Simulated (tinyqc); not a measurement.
## Polarisation charge from two barrier thicknesses

Inverse problem. VT = phiB - dEc - q sigma d/(eps0 eps_r). Find sigma, phiB - dEc and the thickness at which VT = 0.

Inputs (values chosen for the exercise): relative permittivity of barrier and channel eps_r = 9.6.

Constants: q = 1.602176634e-19 C, eps0 = 8.8541878128e-14 F/cm where lengths are in cm. Results are converted to the units shown.

VT for d = 18 and 28 nm (V): [-3.1660814, -5.3854489]

Answer. VT is linear in d.

sigma = 1.177e13 cm^-2
phiB - dEc = 0.8288 V
thickness for VT = 0 = 3.734 nm

Numbers from tinyqc (`OMP_NUM_THREADS=1 python tinyqc.py 2570054 2570055 out.jsonl`; about 0.01 s on one thread of a shared Intel Xeon 2.30GHz).
